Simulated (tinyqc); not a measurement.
## Access strength from the read disturbance

Problem. Transistor (EKV form, voltages against the body): I = 2 n b Vt^2 [F(vp - Vs) - F(vp - Vd)] from drain to source, F(v) = ln^2(1 + exp(v/(2 Vt))), vp = (Vg - VT + sg |Vd - Vs|)/n. n-channel bodies are at 0; for the p-channel device all voltages are counted down from Vdd. b in uA/V^2 gives I in uA. In an SRAM read the low node Q obeys In(gate QB, drain Q) = Ip(gate QB, drain Q) + Ia, where the access transistor (threshold VTn) has its gate and drain at Vdd and its source at Q. Find Ia, ba and the cell ratio bn/ba.

Values chosen for this exercise: temperature T = 300 K; supply voltage Vdd = 0.7 V; slope factor n = 1.34; drain-induced barrier lowering sg = 0.117; n-channel threshold VTn = 0.44 V; p-channel threshold (magnitude) VTp = 0.27 V; gain factor of the pull-down transistor bn = 190 uA/V^2; gain factor of the pull-up transistor bp = 58 uA/V^2.

Constants: q = 1.602176634e-19 C, kB = 1.380649e-23 J/K, Vt = kB T/q. Results are converted to the units shown.

Q and QB in the read (V): [0.086711206, 0.69999333]

Solution. The node equation gives Ia, which is proportional to ba.

Ia = 3.39 uA
ba = 190 uA/V^2
cell ratio = 1.00

Computed by the program tinyqc: `OMP_NUM_THREADS=1 python tinyqc.py 2340136 2340137 out.jsonl`, one thread of a shared Intel Xeon 2.30GHz, about 0.2 s for the whole run.
